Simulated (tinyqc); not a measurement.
From stability limit B_sf of the antiparallel state back to in-plane anisotropy K: two coupled magnetic layers: synthetic antiferromagnet, spin flop, exchange bias and magnetoresistance. Computed by tinyqc, a small Python program. Command: `OMP_NUM_THREADS=1 python tinyqc.py 3005397 3005398 out.jsonl saf inv`. One thread of a shared host (Intel(R) Xeon(R) Processor @ 2.30GHz), about 0.3 s of CPU time with the checks.

Moments lie in the plane at the angles p1, p2 from the field. Energy per area: E = J1 cos(p1 - p2) + J2 cos^2(p1 - p2) - B M_s (t1 cos p1 + t2 cos p2) + K (t1 sin^2 p1 + t2 sin^2 p2).

Inputs (values chosen for the exercise, for a model stack):
```
quantity                       value    unit
saturation magnetisation M_s    1270    kA/m
thickness t1                     2.7      nm
thickness t2                     2.7      nm
antiferromagnetic coupling J1  0.077  mJ/m^2
biquadratic coupling J2        0.018  mJ/m^2
```

Field direction: along the easy axis.

Method. With p1 = 0, p2 = 180 degrees and c2 = J1 - 2 J2 the Hessian is [[c2 + t1 (2K + b), -c2], [-c2, c2 + t2 (2K - b)]], b = B M_s; its determinant vanishes at the positive root of t1 t2 b^2 - c2 (t1 - t2) b - [2K c2 (t1 + t2) + 4 K^2 t1 t2] = 0.

Problem. A run gave the result below. Find the in-plane anisotropy K, known to lie between 0.48 and 0.83 kJ/m^3.

stability limit B_sf of the antiparallel state = 4.6328 mT

Solution.

Each step takes the trial c = (a f_b - b f_a)/(f_b - f_a), f being the result less the target and a, b, c the logarithms of the listed values; c replaces end b, the old b replaces a if the sign of f changed, and otherwise f_a is halved.

Scan of the range:
```
in-plane anisotropy K (kJ/m^3)  stability limit B_sf of the antiparallel state (mT)
0.480                                                                       4.31832
0.526                                                                       4.52714
0.576                                                                       4.74495
0.631                                                                       4.97499
0.692                                                                       5.21995
0.758                                                                       5.47455
0.830                                                                       5.74158
```

False position (Illinois rule, in the logarithm of the input) inside the bracket:
```
step     end a     end b     trial  stability limit B_sf of the antiparallel state (mT)
1     0.526000  0.576000  0.549688                                              4.63144
2     0.576000  0.549688  0.549996                                              4.63278
3     0.576000  0.549996  0.550004                                              4.63282
4     0.549996  0.550004  0.550000                                              4.63280
```

Stability limit B_sf of the antiparallel state rises at every point of a 13-point scan of the range (every second point is shown), so one value fits; it is bracketed by 0.526 and 0.576. Answer: in-plane anisotropy K = 0.5500 kJ/m^3.
